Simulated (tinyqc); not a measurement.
Anisotropic wet etching of Si(100): plane rates, V-grooves, membranes and undercut: one step, computed by the program tinyqc.

A long slot opens the mask on a (100) wafer. The floor etches at R100; (111) walls stand at theta = arctan(sqrt2) = 54.7356 degrees to the surface and recede at R111 along their normal.

Problem. Designing a membrane from the back side. Etch depth d - membrane, time = depth/R100; for a membrane as wide as w the opening must be w + sqrt2 depth - 2 u time; oxide mask consumed R_ox x time; a 1 K error changes the depth by the fraction E/(k_B T^2); a convex mask corner, such as that of a mesa, would retreat by c x depth.

Inputs (values chosen for the exercise, close to those used for potassium hydroxide solutions):
```
quantity                                                                  value  unit
activation energy of (100), E                                             0.599    eV
corner undercut rate over (100) rate, c                                     2.1     -
bath temperature T                                                           70     C
width w (mask opening along <110>, or membrane width in the design step)     24    um
wafer thickness d                                                           525    um
membrane thickness wanted                                                     3    um
```

R100 = 0.8928736 um/min

lateral rate u = 0.003382950 um/min

R_ox = 0.004831219 um/min

Constants: k_B = 8.617333262e-05 eV/K.

Give: time to reach the membrane; opening needed; oxide consumed; depth error per kelvin; retreat of a convex corner.

Solution.

time to reach the membrane = 584.6 min

opening needed = 758.3 um

oxide consumed = 2824 nm

depth error per kelvin = 30.81 um

retreat of a convex corner = 1096.2 um

The error per kelvin is 1027 % of the membrane, so a timed etch cannot hold it and an etch stop is needed. The oxide loss calls for a nitride mask. A corner retreat larger than the depth shows why mesas need compensation structures. Caution: rates also depend on concentration, doping, additives and stirring, all held fixed here.
